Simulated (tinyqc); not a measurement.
# Worked calculation: n-type polysilicon, carrier trapping at grain boundaries

Program tinyqc, `OMP_NUM_THREADS=1 python tinyqc.py 2830279 2830280 out.jsonl`; Intel Xeon 2.30GHz, shared host, one thread, about 0.01 s. Printed values are rounded.

One-dimensional grains of size Lg, uniform ionised doping N, monovalent traps Qt at each boundary at a depth Et below (for electrons) or above (for holes) the band edge there, abrupt depletion of width W on each side of a boundary, Boltzmann statistics. xi is the distance from the band edge at the grain centre to the Fermi level. Trapped charge Qt/(1 + exp((xi + VB - Et)/Vt)) = 2 N W, barrier VB = q N W^2/(2 eps0 eps_r).

Parameters, values chosen for the exercise; values of the order met in polycrystalline silicon:

| symbol | value | unit | meaning |
|---|---|---|---|
| T | 250 | K | temperature |
| eps_r | 11.7 |  | relative permittivity |
| NB | 2.13e19 | cm^-3 | conduction-band density of states at T |
| Lg | 130 | nm | grain size |
| Qt | 1e12 | cm^-2 | trap density of a grain boundary |
| Et | 0.41 | eV | depth of the trap level from the majority band edge at the boundary |
| ms | 0.35 | m0 | mass for thermionic emission |
| fe | 0.5 |  | correction factor of the emission rate |
| mug | 67 | cm^2/(V s) | mobility inside the grains |
| N | 4.8e17 | cm^-3 | doping |

Constants: q = 1.602176634e-19 C, kB = 1.380649e-23 J/K, m0 = 9.1093837015e-31 kg, Vt = kB T/q, eps0 = 8.8541878128e-14 F/cm where lengths are in cm. Results are converted to the units shown.

## Starting value

W = 8.3 nm.

W at the start = 8.3 nm

## Iteration 1: new W

Partly depleted grain, xi = Vt ln(NB/N): f = 1/(1 + exp((xi + VB - Et)/Vt)), g = Qt f - 2 N W, g' = -2 Qt f (1 - f) VB/(W Vt) - 2 N, W(new) = W - g/g'.

VB = 0.0255707 V
f = 0.999999
g = 2.03199e11 cm^-2
g' = -9.60002e10 cm^-2/nm
W after iteration 1 = 10.4167 nm

## Iteration 2: new W

As before.

VB = 0.0402757 V
f = 0.999998
g = -2.94968e5 cm^-2
g' = -9.60006e10 cm^-2/nm
W after iteration 2 = 10.4167 nm

## Course of the iteration

Stop when the step is below 1e-10 nm, or after 40 iterations.

Course of the iteration:
```
iteration  W before the step (nm)  step (nm)
1                             8.3       2.12
2                         10.4167   -3.07e-6
3                         10.4167          0
```

Converged in 3 iterations.

## Depletion width, Fermi level and barrier

If the trap equation with xi = Vt ln(NB/N) has a root W < Lg/2, the grain is partly depleted; otherwise W = Lg/2 and the trap equation gives xi = Et - VB + Vt ln(Qt/(N Lg) - 1). N* = Qt/Lg.

N* = 7.69231e16 cm^-3
W = 10.4167 nm
xi = 0.0817069 V
VB = 0.0402757 V
share of traps filled = 0.999998

N is 6.24 N*, and the grain is partly depleted; VB = 1.87 Vt.

## Resistivity and effective mobility

n0 = NB exp(-xi/Vt); mean density n0 (1 - 2 W/Lg) by charge balance in a partly depleted grain, and n0 (sqrt(pi)/2) erf(u)/u with u = sqrt(VB/Vt) in a fully depleted one; v = sqrt(kB T/(2 pi ms m0)); barrier resistivity Vt exp(VB/Vt)/(q fe n0 v Lg); grain resistivity (1 - 2 W/Lg)/(q n0 mug); effective mobility 1/(q mean density total resistivity).

n0 = 4.8e17 cm^-3
mean density = 4.03077e17 cm^-3
v = 4.15091e6 cm/s
barrier resistivity = 0.0673329 ohm cm
grain resistivity = 0.162975 ohm cm
resistivity = 0.230308 ohm cm
effective mobility = 67.2346 cm^2/(V s)

The resistivity is 1.19 times that of a single crystal with the same N and mobility mug, and the mean density is 84.0 % of N. The effective mobility exceeds mug only because drift through the depleted grain is left out.
